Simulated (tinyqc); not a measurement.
# From ratio k_q/k_cl back to temperature T

Model: harmonic transition-state theory with quantum, tunnelling and friction corrections. Computed by tinyqc, a small Python program. Command: `OMP_NUM_THREADS=1 python tinyqc.py 3013575 3013576 out.jsonl rates inv`. One thread of a shared host (Intel(R) Xeon(R) Processor @ 2.30GHz), about 0.01 s of CPU time with the checks.

One atom hops between equivalent sites; three modes at the minimum and two real modes at the saddle are treated as harmonic, the rest of the crystal as unchanged; melting is ignored, so hot rows may lie above the melting point.

Inputs (values chosen for the exercise, modelled on a vacancy in silicon): barrier E_b = 0.385 eV.

Lattice of sites: three-dimensional.

frequencies at the minimum (THz): [6.77, 8.31, 11]

real frequencies at the saddle (THz): [6.92, 12.8]

Constants: h x 1 THz = 4.135667696 meV; k_B = 8.617333262e-05 eV/K.

Method:
- Vineyard: nu* = product of minimum frequencies / product of real saddle frequencies; k_cl = nu* exp(-E_b/(k_B T)).
- Quantum harmonic: k_q = (k_B T/h) [prod 2 sinh(x_i/2) (minimum) / prod 2 sinh(x_j/2) (saddle)] exp(-E_b/(k_B T)), x = h nu/(k_B T).
- Zero-point correction to the barrier = (h/2)(sum of saddle frequencies - sum of minimum frequencies).

Question. A run gave the result below. Find the temperature T, known to lie between 200 and 490 K.

ratio k_q/k_cl = 1.029691

Answer.

Each step takes the trial c = (a f_b - b f_a)/(f_b - f_a), f being the result less the target and a, b, c the logarithms of the listed values; c replaces end b, the old b replaces a if the sign of f changed, and otherwise f_a is halved.

Scan of the range:
```
temperature T (K)  ratio k_q/k_cl
200                       1.06692
232                       1.04820
270                       1.03468
313                       1.02530
363                       1.01851
422                       1.01353
490                       1.00994
```

False position (Illinois rule, in the logarithm of the input) inside the bracket:
```
step    end a    end b    trial  ratio k_q/k_cl
1     270.000  313.000  292.077         1.02931
2     270.000  292.077  289.033         1.02997
3     292.077  289.033  290.311         1.02969
4     289.033  290.311  290.302         1.02969
5     289.033  290.302  290.302         1.02969
6     290.302  290.302  290.302         1.02969
```

Ratio k_q/k_cl falls at every point of a 13-point scan of the range (every second point is shown), so one value fits; it is bracketed by 270 and 313. Answer: temperature T = 290.3 K.
